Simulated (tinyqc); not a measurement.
What each parameter does: finite square well with mass mismatch (envelope functions).

A square well of width L and depth V0, mass mw inside and mb outside, energies from the bottom of the well, c = hbar^2/2m0. k = sqrt(mw E/c), kappa = sqrt(mb (V0 - E)/c). psi and psi'/m are continuous at the walls (BenDaniel-Duke), so level n solves k L + 2 atan[(k/mw)/(kappa/mb)] = n pi.

Constants: hbar^2/2m0 = 3.80998211 eV angstrom^2.

Values chosen for the exercise (near those of the light valleys of a Si film in HfO2; not measured data):
```
symbol  value  unit      meaning
L       66     angstrom  well width
V0      1.559  eV        barrier height
mw      0.186  m0        mass in the well
mb      0.183  m0        mass in the barrier
```

Parabolic bands. Pb is the probability of level 1 in the barriers, (A^2/kappa)/(A^2/kappa + L/2 + sin(kL)/(2k)) with A = cos(kL/2).

One parameter was then changed.

Results before and after:
```
case     E1 (eV)  bound levels      Pb  V0 - E1 (eV)
base      0.0377             6  0.0024        1.5213
changed   0.0369             6  0.0026        1.5221
```

Which of these changes was made? (a) mw = 0.1674 m0; (b) L = 59 angstrom; (c) V0 = 1.793 eV; (d) mb = 0.2288 m0.

Answer: (d) mb = 0.2288 m0. Of the candidates, run in turn, only this one gives the changed row.

All candidates:
```
case             E1 (eV)  bound levels      Pb  V0 - E1 (eV)
base              0.0377             6  0.0024        1.5213
L = 59 angstrom   0.0461             6  0.0033        1.5129
V0 = 1.793 eV     0.0382             7  0.0020        1.7548
mw = 0.1674 m0    0.0410             6  0.0029        1.5180
mb = 0.2288 m0    0.0369             6  0.0026        1.5221
```

(tinyqc, `OMP_NUM_THREADS=1 python tinyqc.py 1282108 1282109 out.jsonl`, Intel(R) Xeon(R) Processor @ 2.30GHz, 1 thread, shared host, about 0.01 s.)
